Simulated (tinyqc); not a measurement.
Changing the growth rate G: surface segregation during layer-by-layer epitaxy: two-layer exchange kinetics and the shape of quantum wells and delta layers. Computed by tinyqc, a small Python program. Command: `OMP_NUM_THREADS=1 python tinyqc.py 3002358 3002359 out.jsonl mbeseg sweep`. One thread of a shared host (Intel(R) Xeon(R) Processor @ 2.30GHz), about 0.02 s of CPU time with the checks.

Atoms A and B exchange only between the growing layer and the one below it. B is supplied for N layers, then pure A follows.

Inputs (values chosen for the exercise, close to those used for indium in GaAs):
```
quantity                                   value      unit
barrier E1 for B to move up                 1.82        eV
segregation energy E_s                      0.21        eV
attempt frequency nu                           1       THz
share x0 of B in the flux during the well   0.14         -
layers in the well N                           8         -
layer thickness                             2.83  angstrom
temperature T                                440         C
```

Constants: k_B = 8.617333262e-05 eV/K.

Method:
- p1 = nu exp(-E1/(k_B T)) (B up, A down), p2 = nu exp(-(E1 + E_s)/(k_B T)) (B down); time per layer tau = 1/G; K = p1/p2.
- Temperatures in kelvin are T(C) + 273.15.
- Dilute equilibrium share passed up per layer R_eq = K/(1 + K).
- Each layer is deposited complete with B share x_dep and then exchanges for the time tau = 1/G with the layer below, whose share is b (total c = s + b fixed): ds/dt = p1 b (1 - s) - p2 s (1 - b), s(0) = x_dep. With the roots s1 < s2 of the right side, (s - s1)/(s - s2) = [(s(0) - s1)/(s(0) - s2)] exp(-(p1 - p2)(s2 - s1) tau). The lower layer is then buried with c - s, and s becomes the b of the next layer.
- In the dilute tail each layer passes up the share R = R_eq (1 - exp(-(p1 + p2) tau)); decay length = -layer thickness/ln R.
- Index 0 is the last layer of pure A below the well. Share of B outside the intended layers 1..N = 1 - (sum over 1..N)/(N x0).

One run for each value:
```
growth rate G (layers/s)  share passed up R  decay length (angstrom)  peak share (largest buried share)      p1 tau
0.003                               0.96824                   87.674                            0.09806  4.5822e+01
0.009                               0.96824                   87.673                            0.09849  1.5274e+01
0.03                                0.95971                   68.819                            0.11302  4.5822e+00
0.09                                0.76831                   10.737                            0.13521  1.5274e+00
0.3                                 0.36505                    2.808                            0.13996  4.5822e-01
0.9                                 0.14130                    1.446                            0.14000  1.5274e-01
3                                   0.04475                    0.911                            0.14000  4.5822e-02
9                                   0.01515                    0.676                            0.14000  1.5274e-02
30                                  0.00457                    0.525                            0.14000  4.5822e-03
```

What does the table show, and why?

Over the rows, share passed up R falls from 0.968 to 0.00457; decay length (angstrom) falls from 87.7 to 0.525; peak share (largest buried share) rises from 0.0981 to 0.140, flat over part of the range. At the high end the exponent of share passed up R is -1.00, close to -1: kinetic regime: R is about p1 tau. At the low end the exponent of share passed up R is 0.00, close to 0: equilibrium regime. Faster growth buries B before it can move up.

Caution (rows 0.00300, 0.00900, 0.0300): the floating layer fills towards saturation, so the dilute decay length holds only far out in the tail. Caution (all rows): two-layer exchange with complete layers is a simplification that can understate segregation at low temperature; desorption, step-edge exchange and surfactants are left out. Caution (rows 0.300, 0.900, 3.00, 9.00, 30.0): a decay length below one layer thickness is only formal.

Extremes, crossings and ranges named in words are read from the listed rows.
